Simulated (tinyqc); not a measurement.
A discretised effective-mass wire between two leads, recursive Green functions: one step of the calculation.

Finite differences on a grid of step a give a chain with hopping -t, t = C/(m a^2), C = hbar^2/(2 m0), and site energies 2 t + U_i for the N = 6 sites of the device; the semi-infinite leads have site energy 2 t. Each slice is one site, and V = -t couples neighbouring slices.

Task. Backward pass. Backward pass: G_NN = g_N, G_ii = g_i + g_i V^dagger G_(i+1,i+1) V g_i; local density of states -Im G_ii/pi on each site.

Values chosen for this exercise:
- m = 0.042 m0 (effective mass)
- a = 1.1 nm (grid step)

Constants: q = 1.602176634e-19 C, hbar = 1.054571817e-34 J s, m0 = 9.1093837015e-31 kg, hbar^2/(2 m0) = 0.0380998212 eV nm^2. Results are converted to the units shown.

g_i, site 1 to 6 (1/eV): -1.2128793-0.5550841i  -0.7796059-0.2024016i  -0.6876737-0.0541300i  -0.6677740-0.0135723i  -0.6630783-0.0033541i  -1.5928159-1.6178386i

Wanted: G_ii; local density of states.

Result.

```
site	G_ii (1/eV)	local density of states (1/eV)
1	-1.5928-1.6178i	0.51497
2	-1.0526-0.4071i	0.12959
3	-0.9273-0.1263i	0.04020
4	-0.9273-0.1263i	0.04020
5	-1.0526-0.4071i	0.12959
6	-1.5928-1.6178i	0.51497
```

A site of an infinite clean chain has 1/(pi sqrt(4 t^2 - x^2)) = 0.510 1/eV at this energy (x counted from the band centre); the device goes from 0.0402 (site 3) to 0.515 (site 6).

Numbers from tinyqc (`OMP_NUM_THREADS=1 python tinyqc.py 2660012 2660013 out.jsonl`; about 0.01 s on one thread of a shared Intel Xeon 2.30GHz).
